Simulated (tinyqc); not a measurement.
Admittance spectroscopy and thermally stimulated current of one trap level in a depletion layer: one step, computed by the program tinyqc.

A Schottky junction on n-type material holds one donor-like electron trap; shallow donors are fully ionised and abrupt depletion edges are assumed.

Problem. The capacitance step. With E_c - E_F = k_B T_p ln(N_c/N): lambda = sqrt(2 eps eps_0 (E_t - (E_c - E_F))/(e^2 N)); traps are empty and charged for x < x_t = w - lambda, and V_b = e (N w^2 + N_t x_t^2)/(2 eps eps_0). High frequency: C_hf = eps eps_0/w. Low frequency: C_lf = eps eps_0 (N + N_t)/(N w + N_t x_t).

Inputs (values chosen for the exercise, modelled on n-type germanium):
```
quantity                         value    unit
dielectric constant eps           16.1       -
shallow doping N               1.8e+16  1/cm^3
trap density N_t               9.3e+15  1/cm^3
trap depth E_t below the band    0.282      eV
band bending V_b                  0.38       V
```

E_c - E_F = k_B T_p ln(N_c/N) = 0.08646027 eV

Constants: eps_0 = 8.8541878128e-12 F/m; e = 1.602176634e-19 C.

Give: lambda; depletion width w; crossing point x_t; C_hf; C_lf; step (C_lf - C_hf)/C_hf; small-N_t estimate (N_t/N)(lambda/w).

Solution.

lambda = 139.04 nm

depletion width w = 190.29 nm

crossing point x_t = 51.252 nm

C_hf = 74.914 nF/cm^2

C_lf = 99.740 nF/cm^2

step (C_lf - C_hf)/C_hf = 0.33139

small-N_t estimate (N_t/N)(lambda/w) = 0.37751

Reading N_t/N straight from the step would give 0.331 against the true 0.517: the factor lambda/w must be known. Caution: N_t/N is not small, so the peak moves away from omega = 2 e_n.
